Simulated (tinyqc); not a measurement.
# Worked calculation: undoped symmetric double-gate MOSFET, analytic potential model

Computed by the program tinyqc: `OMP_NUM_THREADS=1 python tinyqc.py 2440053 2440054 out.jsonl`, one thread of a shared Intel Xeon 2.30GHz, about 0.01 s for the whole run. Printed values are rounded.

An undoped body of thickness ts between two equal insulators and tied gates; long channel, electrons only, n = ni exp((psi - V)/Vt) with V the quasi-Fermi potential (0 at the source, Vd at the drain), constant mobility, no quantisation. Across the body psi(x) = V - 2 Vt ln[(ts/(2 beta)) sqrt(q ni/(2 eps0 eps_r Vt)) cos(2 beta x/ts)], x from the centre. Q is the electron charge per area of the whole body.

Inputs (values chosen for the exercise); material values those of a made-up semiconductor:
- T = 325 K (temperature)
- Eg = 1.6 eV (band gap)
- eps_r = 13.8 (relative permittivity of the semiconductor)
- Nc = 4.97e17 cm^-3 (conduction-band density of states at T)
- Nv = 1.16e19 cm^-3 (valence-band density of states at T)
- eox = 7.32 (relative permittivity of the gate insulator)
- tox = 3.7 nm (insulator thickness)
- ts = 6 nm (body thickness)
- dphi = 0.11 V (gate work function less that of the intrinsic body)
- mu = 520 cm^2/(V s) (channel mobility)
- L = 0.5 um (gate length)
- Vg = 1.68 V (gate voltage)
- Vd = 1 V (drain voltage)

Constants: q = 1.602176634e-19 C, kB = 1.380649e-23 J/K, Vt = kB T/q, eps0 = 8.8541878128e-14 F/cm where lengths are in cm. Results are converted to the units shown.

Range of the model: In a body this thin, quantum confinement raises the threshold; it is left out. The surface density at the source passes 0.3 Nc, where Boltzmann statistics fail. mu V/L, with V the smaller of Vd and Vg - V0, passes 3e6 cm/s, so velocity saturation, left out here, would lower the current.

## Constants of the body

ni = sqrt(Nc Nv) exp(-Eg/(2 Vt)), Eg in volts; r = eps_r tox/(eox ts); V0 = dphi + 2 Vt ln[(2/ts) sqrt(2 eps0 eps_r Vt/(q ni))].

ni = 9.43625e5 cm^-3
r = 1.16257
V0 = 0.929085 V

## Iteration 1: beta at the source by Newton steps in z = ln(tan beta)

z at the start = 0

With V = 0, t = exp(z), beta = arctan(t): f = ln(beta) + (1/2) ln(1 + t^2) + 2 r beta t - (Vg - V0)/(2 Vt); with c = t/(1 + t^2), df/dz = c/beta + t c + 2 r t (c + beta); z(new) = z - f/(df/dz).

beta = 0.785398
f = -11.4750
df/dz = 4.12535
z after iteration 1 = 2.78158

## Iteration 2: beta at the source by Newton steps in z = ln(tan beta)

As before.

beta = 1.50894
f = 46.4316
df/dz = 59.9962
z after iteration 2 = 2.00767

## Course of the iteration: beta at the source by Newton steps in z = ln(tan beta)

Stop when z changes by less than 1e-11, or after 60 iterations.

Course of the iteration:
```
iteration        z  |change|
1          2.78158      2.78
2          2.00767     0.774
3          1.51702     0.491
4          1.35879     0.158
5          1.34575    0.0130
6          1.34567   8.05e-5
7          1.34567   3.04e-9
8          1.34567   < 1e-12
```

Converged in 8 iterations. At the end the number of correct digits about doubles with each step.

## Charges and drain current

beta_s = 1.31609
beta_d = 0.0117098

beta (between 0 and pi/2) solves (Vg - V0 - V)/(2 Vt) = ln(beta) - ln(cos beta) + 2 r beta tan(beta). Q = 8 eps0 eps_r Vt beta tan(beta)/ts; I = mu (1/L)(4 eps0 eps_r/ts)(2 Vt)^2 [g(beta_s) - g(beta_d)] per width, g = beta tan(beta) - beta^2/2 + r beta^2 tan^2(beta), with beta_s at V = 0 and beta_d at V = Vd.

Qs = 2306.35 nC/cm^2
Qd = 0.0625662 nC/cm^2
g(beta_s) = 33.8932
g(beta_d) = 6.85876e-5
I = 900.853 uA/um

The term r beta^2 tan^2(beta), which gives the square law, makes up 87.6 % of g at the source.

## Potential and electron density across the body at the source

x/ts, point 0 to 6: [0, 0.1, 0.2, 0.3, 0.4, 0.45, 0.5]

psi(x) as above with V = 0 and beta = beta_s; n = ni exp(psi/Vt).

psi, point 0 to 6 (V): [0.834470, 0.836433, 0.842619, 0.854122, 0.873849, 0.889143, 0.911681]
n, point 0 to 6 (cm^-3): [8.22110e18, 8.81806e18, 1.09975e19, 1.65833e19, 3.35412e19, 5.79098e19, 1.29494e20]

The density at the surface is 15.8 times that at the centre (1/cos^2 beta). It reaches 260 Nc, where Boltzmann statistics overestimate it.
